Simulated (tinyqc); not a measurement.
Kronig-Penney superlattice by transfer matrices: sweeps and comparisons. A value that a table varies takes the place of the one given here.

Wells (width a, potential 0, mass mw) alternate with barriers (width b, height V0, mass mb); period d = a + b; c = hbar^2/2m0. The vector (psi, psi'/m) is continuous, and a layer of thickness t carries it by M = [[cos kt, (m/k) sin kt], [-(k/m) sin kt, cos kt]] with k = sqrt(m (E - V)/c); for E < V, k = i kappa gives [[cosh, (m/kappa) sinh], [(kappa/m) sinh, cosh]] of kappa t. A Bloch state obeys cos(q d) = tr(Mb Mw)/2.

Constants: hbar^2/2m0 = 3.80998211 eV angstrom^2.

Inputs chosen for the exercise (near those of a non-polar GaN superlattice with barriers of AlGaN; not measured data):

| symbol | value | unit | meaning |
|---|---|---|---|
| a | 47 | angstrom | well width |
| V0 | 0.42 | eV | barrier height |
| mw | 0.198 | m0 | mass in the wells |
| mb | 0.234 | m0 | mass in the barriers |
| bs | (8.5, 12.8, 17, 22.1, 27.2, 34, 42.5) | angstrom | barrier widths |
| b | 17 | angstrom | barrier width |

## Barrier width

First miniband against b. m_z = -2 c f'/d^2 with f = tr M/2 at the bottom of the band. E1 is the level of the single well, kappa1 its decay constant in the barrier.

First miniband:

| b (angstrom) | bottom (eV) | top (eV) | W (meV) | ln W | m_z (m0) |
|---|---|---|---|---|---|
| 8.5 | 0.0374 | 0.0612 | 23.82 | 3.171 | 0.287 |
| 12.8 | 0.0433 | 0.0557 | 12.47 | 2.523 | 0.412 |
| 17.0 | 0.0462 | 0.0528 | 6.620 | 1.890 | 0.626 |
| 22.1 | 0.0480 | 0.0511 | 3.068 | 1.121 | 1.10 |
| 27.2 | 0.0488 | 0.0503 | 1.422 | 0.352 | 2.00 |
| 34.0 | 0.0493 | 0.0498 | 0.5097 | -0.674 | 4.60 |
| 42.5 | 0.0495 | 0.0496 | 0.1414 | -1.956 | 13.5 |

E1 = 0.0495 eV
kappa1 = 0.1508 1/angstrom

What does this show, and why?

W falls from 23.8 to 0.14 meV, and both edges close in on E1. The slope of ln W is -0.1505 per angstrom over the first two rows and -0.1508 over the last two, against -kappa1 = -0.1508: the width follows one power of the tunnelling amplitude once the wells couple weakly. m_z grows by a factor 47.0. Layers under about 10 angstrom are at the limit of envelope theory.

## From one barrier to a miniband

Transmission through N barriers separated by wells, between leads of the well material: T = 4/[(M11 + M22)^2 + (u M12 - M21/u)^2] with u = k/mw and M the product over all layers; twelve evenly spaced energies around the first miniband.

Transmission:

| E (eV) | tr M/2 of a period | N = 1 | N = 2 | N = 4 | N = 8 |
|---|---|---|---|---|---|
| 0.043250 | 2.050 | 0.00957 | 0.000574 | 2.62e-06 | 5.53e-11 |
| 0.044454 | 1.614 | 0.00987 | 0.000956 | 1.35e-05 | 2.84e-09 |
| 0.045657 | 1.194 | 0.0102 | 0.00180 | 0.000131 | 9.59e-07 |
| 0.046861 | 0.790 | 0.0105 | 0.00423 | 0.0171 | 0.00561 |
| 0.048065 | 0.401 | 0.0108 | 0.0167 | 0.00913 | 0.274 |
| 0.049269 | 0.027 | 0.0111 | 0.797 | 0.496 | 0.199 |
| 0.050472 | -0.332 | 0.0114 | 0.0255 | 0.0107 | 0.0557 |
| 0.051676 | -0.677 | 0.0117 | 0.00643 | 0.192 | 0.0575 |
| 0.052880 | -1.008 | 0.0121 | 0.00299 | 0.000704 | 0.000137 |
| 0.054083 | -1.325 | 0.0124 | 0.00178 | 7.07e-05 | 1.31e-07 |
| 0.055287 | -1.629 | 0.0127 | 0.00121 | 1.63e-05 | 3.13e-09 |
| 0.056491 | -1.920 | 0.0130 | 0.000895 | 5.52e-06 | 2.15e-10 |

How do the results move?

5 of the energies lie in the miniband (|tr M/2| <= 1); there T for N = 8 runs between 0.00561 and 0.274. In the gaps it falls with N: at E = 0.0565 eV from 5.52e-06 (N = 4) to 2.15e-10 (N = 8), a slope of ln T of -2.54 a period, against -2 arccosh|tr M/2| = -2.54.

## What each parameter does

Bottom and width of the first miniband, the gap above it, and m_z = -2 c f'/d^2 with f = tr M/2. Each row changes one parameter from the base and keeps the others.

Results:

| case | bottom (eV) | width (meV) | gap (meV) | m_z (m0) |
|---|---|---|---|---|
| base | 0.0462 | 6.6 | 125.7 | 0.6255 |
| a = 42 angstrom | 0.0543 | 8.6 | 144.5 | 0.5724 |
| b = 14 angstrom | 0.0443 | 10.4 | 117.9 | 0.4617 |
| V0 = 0.483 eV | 0.0485 | 5.3 | 134.4 | 0.7574 |
| mw = 0.1782 m0 | 0.0486 | 7.5 | 132.7 | 0.5551 |
| mb = 0.1989 m0 | 0.0472 | 8.0 | 125.2 | 0.5265 |

How do the results move?

The largest shifts from the base row, up to three for each result and ties (the steps differ in size, so this ranks the rows, not the parameters). bottom (eV): a +0.0080, mw +0.0024, V0 +0.0023. width (meV): b +3.8, a +2.0, mb +1.4. gap (meV): a +18.8, V0 +8.7, b -7.8. m_z (m0): b -0.1638, V0 +0.1319, mb -0.0991.

Run: tinyqc, `OMP_NUM_THREADS=1 python tinyqc.py 1281069 1281070 out.jsonl`; Intel(R) Xeon(R) Processor @ 2.30GHz, one thread, shared host; about 0.06 s of CPU time with all checks.
